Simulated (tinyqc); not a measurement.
From results back to parameters: sp3s* tight binding. Five cases, with inputs chosen for the exercise.

Problem. Without spin-orbit coupling the s levels at Gamma are the roots of [[Esa, Vss], [Vss, Esc]], the p levels those of [[Epa, Vxx], [Vxx, Epc]], and the doubly degenerate valence level at X is the lower root of [[Epa, Vxy], [Vxy, Epc]]. The atomic differences are given; the levels below come from hidden parameters.

Find: Esa, Esc, Epa, Epc; |Vss|, |Vxx|, |Vxy|.

Method. The mean of a pair of roots is the mean of the two levels, which with the given difference fixes both; half the splitting, squared, less a quarter of the squared difference is V^2. At X the lower root lies sqrt((dEp/2)^2 + Vxy^2) below the mean p level.

Case 1.

Values chosen (out of a larger set: near a published set for SiC, fitted to gaps, whose masses and valley positions are rough; spin-orbit coupling, where it is added without a refit, lifts the valence top and shrinks all gaps by about a third of the splitting; not measured data): dEs = 3.622 eV (Esc - Esa); dEp = 2.2 eV (Epc - Epa).

s levels at Gamma (eV): -19.14275  5.88275

p levels at Gamma (eV): 0.00115  6.43685

valence level X5 = -2.76792 eV

Solution.

Esa, Esc, Epa, Epc (eV): -8.441  -4.819  2.119  4.319

|Vss|, |Vxx|, |Vxy| (eV): 12.381  3.024  5.885

Case 2.

Values chosen (out of a larger set: near a published set for GaP, fitted to gaps, whose masses and valley positions are rough; spin-orbit coupling, where it is added without a refit, lifts the valence top and shrinks all gaps by about a third of the splitting; not measured data): dEs = 5.996 eV (Esc - Esa); dEp = 3.02 eV (Epc - Epa).

s levels at Gamma (eV): -13.33145  2.91545

p levels at Gamma (eV): -0.02189  5.28189

valence level X5 = -2.73968 eV

Solution.

Esa, Esc, Epa, Epc (eV): -8.206  -2.210  1.120  4.140

|Vss|, |Vxx|, |Vxy| (eV): 7.550  2.180  5.153

Case 3.

Values chosen (out of a larger set: near a published set for GaAs, fitted to gaps, whose masses and valley positions are rough; spin-orbit coupling, where it is added without a refit, lifts the valence top and shrinks all gaps by about a third of the splitting; not measured data): dEs = 5.6 eV (Esc - Esa); dEp = 2.585 eV (Epc - Epa).

s levels at Gamma (eV): -12.60302  1.62902

p levels at Gamma (eV): -0.01464  4.68764

valence level X5 = -2.85691 eV

Solution.

Esa, Esc, Epa, Epc (eV): -8.287  -2.687  1.044  3.629

|Vss|, |Vxx|, |Vxy| (eV): 6.542  1.964  5.030

Case 4.

Values chosen (out of a larger set: near a published set for InP, fitted to gaps, whose masses and valley positions are rough; spin-orbit coupling, where it is added without a refit, lifts the valence top and shrinks all gaps by about a third of the splitting; not measured data): dEs = 7.006 eV (Esc - Esa); dEp = 3.19 eV (Epc - Epa).

s levels at Gamma (eV): -11.38464  1.40664

p levels at Gamma (eV): -0.01355  4.92955

valence level X5 = -2.04588 eV

Solution.

Esa, Esc, Epa, Epc (eV): -8.492  -1.486  0.863  4.053

|Vss|, |Vxx|, |Vxy| (eV): 5.351  1.888  4.212

Case 5.

Values chosen (out of a larger set: near a published set for SiC, fitted to gaps, whose masses and valley positions are rough; spin-orbit coupling, where it is added without a refit, lifts the valence top and shrinks all gaps by about a third of the splitting; not measured data): dEs = 3.609 eV (Esc - Esa); dEp = 2.229 eV (Epc - Epa).

s levels at Gamma (eV): -19.17712  5.88212

p levels at Gamma (eV): -0.00799  6.47899

valence level X5 = -2.78358 eV

Solution.

Esa, Esc, Epa, Epc (eV): -8.452  -4.843  2.121  4.350

|Vss|, |Vxx|, |Vxy| (eV): 12.399  3.046  5.915

Computed by tinyqc, one run a case: `OMP_NUM_THREADS=1 python tinyqc.py N N+1 out.jsonl` with N = 1481001, 1481058, 1481079, 1481102, 1481108; one thread of a shared Intel(R) Xeon(R) Processor @ 2.30GHz, about 0.2 s a run at most.
